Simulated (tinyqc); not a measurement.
Inside a calculation. Method: RKS/PBE in the 3-21g basis, for H3-, spin multiplicity 1. The basis has no diffuse functions, so it cannot describe the extra electron: this is an exercise in the method, not the real anion. One step of it, computed by the program tinyqc.

Problem. Iteration 1: diagonalisation and new density. Diagonalise F' = X^T F X, C = X C', fill 2 alpha and 2 beta electrons from the bottom; D = 2 C_occ C_occ^T; the new density keeps 0.5 of the old one (damping). Each column has its largest component positive (the first on a tie).

Kohn-Sham matrix F (hartree), lower triangle:
```
           1H 1s      1H 2s      2H 1s      2H 2s      3H 1s     3H 2s
1H 1s   0.957291
1H 2s   0.152406   0.298071
2H 1s  -0.080985  -0.060680   0.573586
2H 2s  -0.009311   0.059435  -0.017345   0.158785
3H 1s  -0.073702  -0.106302  -0.078778  -0.111337   0.290693
3H 2s  -0.021634   0.014284  -0.071352  -0.020069  -0.167504  0.036696
```

X:
```
               1          2          3          4          5         6
1H 1s  -0.721407   0.440383   0.783640   0.587433  -0.315993  0.190734
1H 2s   1.351513  -0.734484  -0.512014   0.313559  -0.178967  0.289618
2H 1s   0.721407   0.440383   0.783640  -0.587433  -0.315993  0.190734
2H 2s  -1.351513  -0.734484  -0.512014  -0.313559  -0.178967  0.289618
3H 1s   0.000000  -0.851393   0.792509   0.000000   0.646399  0.180792
3H 2s   0.000000   1.472477  -0.521298   0.000000   0.384222  0.279374
```

D at the start, lower triangle:
```
           1H 1s      1H 2s      2H 1s      2H 2s      3H 1s     3H 2s
1H 1s   0.959823
1H 2s   0.782412   0.777134
2H 1s   0.577827  -0.034050   2.178603
2H 2s  -0.856615  -0.264742  -2.087143   2.113384
3H 1s   0.415466   0.005367   1.458251  -1.407814   0.977103
3H 2s  -0.536859  -0.249842  -1.003863   1.063392  -0.681565  0.553352
```

overlap S, lower triangle:
```
          1H 1s     1H 2s     2H 1s     2H 2s     3H 1s     3H 2s
1H 1s  1.000000
1H 2s  0.645899  1.000000
2H 1s  0.075151  0.265949  1.000000
2H 2s  0.265949  0.584155  0.645899  1.000000
3H 1s  0.050993  0.231367  0.050993  0.231367  1.000000
3H 2s  0.231367  0.536846  0.231367  0.536846  0.645899  1.000000
```

Give: F' = X^T F X; orbital energies; coefficients C; D after iteration 1.

Solution.

F' = X^T F X (hartree), lower triangle:
```
         1        2        3        4        5       6
1   1.0985
2  -0.0597   0.9783
3  -0.1093   0.1392   1.3304
4  -0.4577   0.0431   0.0996   0.6929
5   0.0379  -0.3323  -0.1167  -0.0957   0.3422
6  -0.0104   0.0137   0.0588   0.1123  -0.1672  0.0566
```

orbital energies (hartree): MO1 -0.0461, MO2 0.2353, MO3 0.4459, MO4 1.0236, MO5 1.2365, MO6 1.6036

coefficients C:
```
           MO1      MO2      MO3      MO4      MO5      MO6
1H 1s   0.0430   0.0382   0.0947   0.0475  -0.0507   1.3389
1H 2s  -0.0266   0.0721   1.2146  -0.2143   0.2547  -1.1183
2H 1s   0.1037   0.2249  -0.0263   0.1429   1.3108   0.0955
2H 2s   0.1530   0.9171  -0.5872  -0.3622  -1.2206   0.1100
3H 1s   0.3321  -0.1613  -0.0224  -1.2726   0.1903   0.1049
3H 2s   0.6385  -0.6142  -0.2886   1.3367   0.0271   0.0994
```

D after iteration 1, lower triangle:
```
         1H 1s    1H 2s    2H 1s    2H 2s    3H 1s   3H 2s
1H 1s   0.4832
1H 2s   0.3928   0.3945
2H 1s   0.3020  -0.0036   1.1506
2H 2s  -0.3867  -0.0703  -0.8215   1.9212
3H 1s   0.2159  -0.0178   0.7273  -0.8010   0.6248
3H 2s  -0.2644  -0.1862  -0.5738   0.0661  -0.0297  1.0616
```
